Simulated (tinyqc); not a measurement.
Pariser-Parr-Pople SCF with singles CI, for the molecule C=CC=C(O)N=C (SMILES; centres numbered as the heavy atoms are written), step by step. Computed by tinyqc, a small Python program that keeps every step. Settings: charge = 0, gamma = Ohno, start = core, damping = 0.5, iteration cap = 65, excitations kept = 6. Command: `OMP_NUM_THREADS=1 python tinyqc.py 23792 23793 out.jsonl` (the two numbers bound the seeds that draw the settings). One thread of a shared host (Intel(R) Xeon(R) Processor @ 2.60GHz), about 0.01 s of CPU time with the checks. Later iterations appear only in the table of the cycle.

## PPP integrals

Centres (angstrom, eV; a flat drawing with bonds scaled to 1.40 angstrom):
```
centre        x        y  core charge z        W  gamma_rr
1C      -3.1610  -0.3010              1  10.2600   10.3400
2C      -1.8870   0.2800              1  10.2600   10.3400
3C      -0.7470  -0.5320              1  10.2600   10.3400
4C       0.5270   0.0500              1  10.2600   10.3400
5O       0.6600   1.4440              2  34.3300   24.4600
6N       1.6670  -0.7620              1  13.3300   11.7700
7C       2.9410  -0.1800              1  10.2600   10.3400
```

Resonance integrals (eV):
```
i  j     beta
1  2  -2.3900
2  3  -2.3900
3  4  -2.3900
4  5  -2.3900
4  6  -2.5100
6  7  -2.5100
```

Ohno: gamma = 14.399645/sqrt(R^2 + a^2), a = 2 x 14.399645/(gamma_rr + gamma_ss); H_rr = -W_r - sum_(s != r) z_s gamma_rs; H_rs = beta for bonds.

repulsion gamma_rs (eV), lower triangle:
```
         1C       2C       3C       4C       5O       6N       7C
1C  10.3400
2C   7.2915  10.3400
3C   5.1493   7.2931  10.3400
4C   3.6383   5.1494   7.2904  10.3400
5O   3.3633   4.9312   5.6182   8.8527  24.4600
6N   2.8674   3.6678   5.2312   7.5314   5.6426  11.7700
7C   2.3002   2.8538   3.6382   5.1494   4.9317   7.5284  10.3400
```

core matrix H (eV), lower triangle:
```
          1C        2C        3C        4C        5O        6N        7C
1C  -38.2335
2C   -2.3900  -46.3780
3C    0.0000   -2.3900  -50.0988
4C    0.0000    0.0000   -2.3900  -56.7243
5O    0.0000    0.0000    0.0000   -2.3900  -67.6698
6N    0.0000    0.0000    0.0000   -2.5100    0.0000  -51.4415
7C    0.0000    0.0000    0.0000    0.0000    0.0000   -2.5100  -41.5936
```

## Starting guess

pi electrons, sum of z_r less the charge = 8

Orbitals of the core matrix H.

P at the start, lower triangle:
```
         1C       2C       3C       4C       5O      6N      7C
1C   0.0198
2C   0.1019   0.5277
3C   0.1605   0.8483   1.4868
4C  -0.0503  -0.2010   0.1237   1.9672
5O   0.0058   0.0217  -0.0134   0.0035   1.9996
6N   0.0206   0.0701  -0.0476   0.0299  -0.0029  1.8794
7C   0.0088   0.0339  -0.0030  -0.0731   0.0064  0.4671  0.1196
```

## Iteration 1: Fock matrix

F_rr = H_rr + P_rr gamma_rr / 2 + sum_(s != r) P_ss gamma_rs; F_rs = H_rs - P_rs gamma_rs / 2; E = tr P (H + F) / 2 + core repulsion sum_(r<s) z_r z_s gamma_rs.

F (eV), lower triangle:
```
         1C       2C       3C       4C       5O       6N      7C
1C  -7.0812
2C  -2.7617  -5.4376
3C  -0.4131  -5.4833  -2.6193
4C   0.0914   0.5175  -2.8408  -0.4535
5O  -0.0098  -0.0535   0.0376  -2.4055  -3.5834
6N  -0.0295  -0.1285   0.1245  -2.6225   0.0081  -3.6125
7C  -0.0101  -0.0484   0.0055   0.1881  -0.0158  -4.2685  0.1255
```

pi energy = -103.1372 eV

## Iteration 1: orbitals and new P

Diagonalise F (the basis is taken as orthonormal) and form P = 2 sum c c over the lowest orbitals; 0.5 of the old P is kept.

orbital energies (eV): -11.3019  -7.4213  -5.9507  -4.5046  -0.6617  2.5145  4.6637

P after iteration 1, lower triangle:
```
         1C       2C       3C      4C       5O      6N      7C
1C   0.9695
2C   0.1727   0.8534
3C  -0.0428   0.8819   1.1940
4C  -0.0850  -0.0797   0.2025  1.2772
5O   0.0702  -0.1159   0.0452  0.3826   1.7519
6N   0.0269   0.0055  -0.0211  0.2010  -0.0571  1.6249
7C   0.0237   0.0025  -0.0208  0.0261  -0.1194  0.6541  0.3290
```

## Iteration 2: Fock matrix

As before.

F (eV), lower triangle:
```
         1C       2C       3C       4C       5O       6N       7C
1C  -4.8946
2C  -3.0197  -4.0736
3C   0.1102  -5.6060  -3.8578
4C   0.1547   0.2052  -3.1280  -4.0533
5O  -0.1181   0.2856  -0.1270  -4.0836  -9.9686
6N  -0.0385  -0.0101   0.0551  -3.2669   0.1610  -7.7412
7C  -0.0272  -0.0035   0.0378  -0.0673   0.2943  -4.9722  -3.4332
```

pi energy = -111.4651 eV

## Iteration 2: orbitals and new P

As before.

orbital energies (eV): -13.3177  -10.9487  -10.4073  -5.2432  -1.9974  0.5717  3.3203

P after iteration 2, lower triangle:
```
         1C       2C       3C      4C       5O      6N      7C
1C   1.2779
2C   0.3743   0.9062
3C  -0.1604   0.8348   1.1650
4C  -0.2357   0.0146   0.3473  0.9831
5O   0.1593  -0.1422  -0.0461  0.4868   1.7311
6N   0.0343  -0.0275  -0.0260  0.2885  -0.0796  1.4905
7C   0.1050  -0.0217  -0.0840  0.0611  -0.1413  0.7499  0.4463
```

## Iteration 3: Fock matrix

As before.

F (eV), lower triangle:
```
         1C       2C       3C       4C        5O       6N       7C
1C  -4.3212
2C  -3.7548  -3.5400
3C   0.4128  -5.4342  -4.5732
4C   0.4288  -0.0376  -3.6561  -4.9844
5O  -0.2679   0.3507   0.1295  -4.5448  -11.8723
6N  -0.0492   0.0505   0.0680  -3.5963    0.2245  -9.0559
7C  -0.1208   0.0309   0.1529  -0.1574    0.3485  -5.3326  -4.7015
```

pi energy = -115.3145 eV

## Iteration 3: orbitals and new P

As before.

orbital energies (eV): -15.2403  -12.7450  -10.7289  -5.9551  -2.1162  0.2935  3.4435

P after iteration 3, lower triangle:
```
         1C       2C       3C      4C       5O      6N      7C
1C   1.2912
2C   0.5528   0.9241
3C  -0.1727   0.7504   1.1647
4C  -0.3437   0.0372   0.4868  0.9080
5O   0.2101  -0.1247  -0.1341  0.4863   1.7578
6N   0.0228  -0.0425  -0.0278  0.3287  -0.0876  1.4133
7C   0.1812  -0.0137  -0.1568  0.0371  -0.1217  0.8043  0.5407
```

## Convergence

Stop when output and input P, before any damping, agree to 1e-7.

Course of the cycle:
```
iteration       E (eV)  largest |P(out) - P(in)|
1          -103.137217                  1.90e+00
2          -111.465118                  6.17e-01
3          -115.314541                  3.57e-01
4          -117.905011                  2.43e-01
5          -119.562023                  1.59e-01
6          -120.555769                  1.04e-01
7          -121.130649                  7.92e-02
8          -121.456870                  6.05e-02
9          -121.640063                  4.59e-02
10         -121.742341                  3.47e-02
11         -121.799257                  2.61e-02
...                ...                       ...
45         -121.870252                  1.35e-06
46         -121.870252                  1.02e-06
47         -121.870252                  7.64e-07
48         -121.870252                  5.74e-07
49         -121.870252                  4.32e-07
50         -121.870252                  3.25e-07
51         -121.870252                  2.44e-07
52         -121.870252                  1.84e-07
53         -121.870252                  1.39e-07
54         -121.870252                  1.04e-07
55         -121.870252                  7.86e-08
```

Converged in 55 iterations.

## Converged orbitals

Charges are z - P_rr.

orbital energies (eV): -14.9595  -12.3033  -11.5594  -8.1661  -1.0131  1.3884  3.5539

coefficients:
```
       MO1      MO2      MO3      MO4      MO5      MO6      MO7
1C  0.0497   0.0935   0.4934  -0.5292  -0.3347   0.5032   0.3163
2C  0.1204   0.1299   0.6370  -0.2375   0.1664  -0.4973  -0.4811
3C  0.2732   0.1346   0.4320   0.5408   0.3541  -0.0171   0.5500
4C  0.5465   0.1508   0.0311   0.3894  -0.2978   0.4201  -0.5108
5O  0.4948   0.6120  -0.3978  -0.3731   0.1672  -0.1613   0.1711
6N  0.5336  -0.5749  -0.0456  -0.0829  -0.3979  -0.4018   0.2367
7C  0.2834  -0.4780  -0.0534  -0.2710   0.6782   0.3678  -0.1407
```

pi charges: 1C -0.0694, 2C 0.0129, 3C -0.1437, 4C 0.0522, 5O 0.1665, 6N -0.2484, 7C 0.2299

## Singles CI, singlets

Over the 6 single excitations with the smallest orbital gaps: A = (e_a - e_i) delta + 2 (ia|jb) - (ij|ab), with (pq|rs) = sum c_mp c_mq gamma_mn c_nr c_ns. f = 2/3 w |mu|^2 in atomic units, mu = sqrt2 sum c_ia sum_m c_mi c_ma R_m.

singlet CI matrix (eV), lower triangle:
```
         4>5      4>6     3>5      2>5     4>7     3>6
4>5   3.5962
4>6   0.0073   5.1889
3>5  -0.3255  -0.0954  6.5116
2>5  -0.0391   0.2164  0.2600   6.2247
4>7   0.0360  -0.1030  0.2311  -0.0048  6.5569
3>6  -0.5472  -0.2986  0.6527   0.1033  0.2063  7.9294
```

singlet excitation energies (eV): 3.5053  5.1050  6.0248  6.4326  6.5826  8.3575

oscillator strengths: 0.9329  0.3885  0.1566  0.0429  0.0305  0.0236

## Singles CI, triplets

Over the 6 single excitations with the smallest orbital gaps: A = (e_a - e_i) delta - (ij|ab), with (pq|rs) = sum c_mp c_mq gamma_mn c_nr c_ns.

triplet CI matrix (eV), lower triangle:
```
         4>5      4>6      3>5     2>5     4>7     3>6
4>5   1.8826
4>6   0.7921   3.6601
3>5  -0.6244  -0.4813   5.7886
2>5  -0.3805  -0.6141   0.1507  4.6855
4>7  -0.5900  -0.0851  -0.6355  0.2003  5.1416
3>6  -0.4813   0.1080   1.3626  0.0050  1.1068  6.8440
```

triplet excitation energies (eV): 1.4328  3.2658  3.9248  5.2248  6.0967  8.0576
